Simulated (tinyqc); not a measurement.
# Worked calculation: minority carriers and saturation current of a heavily doped emitter

tinyqc, about 0.01 s, one thread, Intel Xeon 2.30GHz (shared host): `OMP_NUM_THREADS=1 python tinyqc.py 2330067 2330068 out.jsonl` Printed values are rounded.

n-type, parabolic bands, full ionisation. eta = (EF - Ec)/kB T solves N = Nc F12(eta), F12(x) = (2/sqrt(pi)) int_0^infinity sqrt(u)/(1 + exp(u - x)) du. The gap shrinks rigidly by dEg = a3 y^(1/3) + a4 y^(1/4) + a2 y^(1/2), y = N/1e18 cm^-3, an empirical law that is here taken as the true narrowing.

Parameters, values chosen for the exercise; band and dielectric values close to those of silicon: temperature T = 350 K; band gap Eg = 1.1 eV; conduction-band density of states at 350 K Nc = 3.5e19 cm^-3; valence-band density of states at 350 K Nv = 3.29e19 cm^-3; ionised donor density N = 6.6e18 cm^-3; coefficient of (N/1e18)^(1/3) a3 = 19.4 meV; coefficient of (N/1e18)^(1/4) a4 = 6.5 meV; coefficient of (N/1e18)^(1/2) a2 = 3.9 meV; minority-hole mobility mup = 180 cm^2/(V s); Auger coefficient Cn = 2.1e-31 cm^6/s; defect lifetime ts = 0.16 us; emitter width W = 140 nm; recombination velocity at the contact S = 14000 cm/s.

Constants: q = 1.602176634e-19 C, kB = 1.380649e-23 J/K, Vt = kB T/q. Results are converted to the units shown.

Range of the model: Band tails, non-parabolic bands and incomplete ionisation are left out.

## Iteration 1: Fermi level

eta at the start (Boltzmann value) = -1.6683

Newton step on ln F12(eta) = ln(N/Nc): eta(new) = eta - ln(Nc F12/N) F12/Fm, Fm(x) = dF12/dx = (1/sqrt(pi)) int_0^infinity u^(-1/2)/(1 + exp(u - x)) du.

F12 = 0.1771468
Fm = 0.1667543
eta after iteration 1 = -1.601907

## Course of the iteration

Stop when eta changes by less than 1e-9.

Course of the iteration:
```
iteration        eta    change
1          -1.601907    0.0664
2          -1.601783   1.24e-4
3          -1.601783  4.44e-10
```

Converged in 3 iterations.

## Effective intrinsic density

converged eta = -1.601783

ni = sqrt(Nc Nv) exp(-Eg/(2 Vt)), Eg in volts; degeneracy factor g = F12(eta) exp(-eta); nie^2 = ni^2 exp(dEg/kB T) g, p0 = nie^2/N; apparent narrowing dEg + kB T ln g.

ni = 4.083011e11 cm^-3
dEg = 56.82772 meV
g = 0.9356676
apparent narrowing = 54.82219 meV
nie = 1.013171e12 cm^-3
p0 = 1.555328e5 cm^-3

Narrowing multiplies p0 by 6.58 and degeneracy by 0.936.

## Saturation current

1/tau = Cn N^2 + 1/ts, D = mup Vt, L = sqrt(D tau); J0 = (q p0 D/L)(s + tanh(W/L))/(1 + s tanh(W/L)), s = S L/D; the share recombining inside is 1 - 1/[cosh(W/L)(1 + tanh(W/L)/s)].

tau = 64.94519 ns
L = 5937.863 nm
s = 1.531245
J0 = 3.418969e5 fA/cm^2
share recombining inside = 1.543501 %

The emitter is transparent: most holes reach the contact.
